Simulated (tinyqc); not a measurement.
## Tunnelling through a gate dielectric, WKB transmission and Tsu-Esaki current: current against voltage

Electrons leave the emitter at x = 0. Energies E (motion across the layers) are in eV from the emitter Fermi level; the collector Fermi level lies at -V and offers states at every E. No charge in the dielectric and no image force: F1 = V/t1, U = phi1 - F1 x. With C = hbar^2/(2 m0), kappa = sqrt(m (U - E)/C) where U > E and 0 elsewhere; T(E) = exp(-S), S = 2 times the integral of kappa over x.

Each layer adds (2/F) sqrt(m/C) [G(u at its left edge) - G(u at its right edge)] to S, with u = U - E (0 where negative) and G(u) = (2/3) u^1.5. J = J0 times the integral of T(E) N(E) dE, N = ln[(1 + exp(-E/Vt))/(1 + exp((-E - V)/Vt))], J0 = q^2 me m0 kB T/(2 pi^2 hbar^3) (times 1e-4 for A/cm^2 per eV), from E = -Ef to far above the barrier (T = 1 there), by quadrature converged to the digits shown.

Parameters, values chosen for the exercise; dielectric values close to those of silicon dioxide: temperature T = 300 K; Fermi energy of the emitter above its band bottom Ef = 0.15 eV; emitter mass in the supply function me = 1 m0; barrier of layer 1 above the emitter Fermi level at zero bias phi1 = 2.96 eV; tunnelling mass of layer 1 m1 = 0.52 m0; thickness of layer 1 t1 = 3.3 nm.

Constants: q = 1.602176634e-19 C, kB = 1.380649e-23 J/K, hbar = 1.054571817e-34 J s, m0 = 9.1093837015e-31 kg, Vt = kB T/q, hbar^2/(2 m0) = 0.0380998212 eV nm^2. Results are converted to the units shown.

Current against voltage:
```
V (V)	S at E = 0	T(E = 0)	J (A/cm^2)	mean E of the current (eV)
0.2	41.23	1.238e-18	1.362e-10	-0.07318
0.79	39.01	1.141e-17	1.226e-9	-0.07223
1.38	36.59	1.283e-16	1.326e-8	-0.07062
1.96	33.94	1.817e-15	1.785e-7	-0.06832
2.55	30.79	4.249e-14	3.841e-6	-0.06411
3.14	26.36	3.553e-12	2.628e-4	-0.05243
3.73	22.19	2.299e-10	0.01918	-0.06017
4.31	19.21	4.556e-9	0.4185	-0.06528
4.9	16.89	4.603e-8	4.576	-0.06901
```

J rises from 1.36e-10 to 4.58 A/cm^2, by 1.62 decades a volt between the first two rows and 1.76 between the last two. From V = 3.14 V on (among the rows) a band edge falls below the emitter Fermi level, so electrons at E = 0 no longer cross the full thickness. In 3 of the 9 rows the field exceeds 10 MV/cm (up to 14.8), more than most dielectrics sustain; the model ignores breakdown.

Program tinyqc, `OMP_NUM_THREADS=1 python tinyqc.py 2540021 2540022 out.jsonl`; Intel Xeon 2.30GHz, shared host, one thread, about 0.02 s.
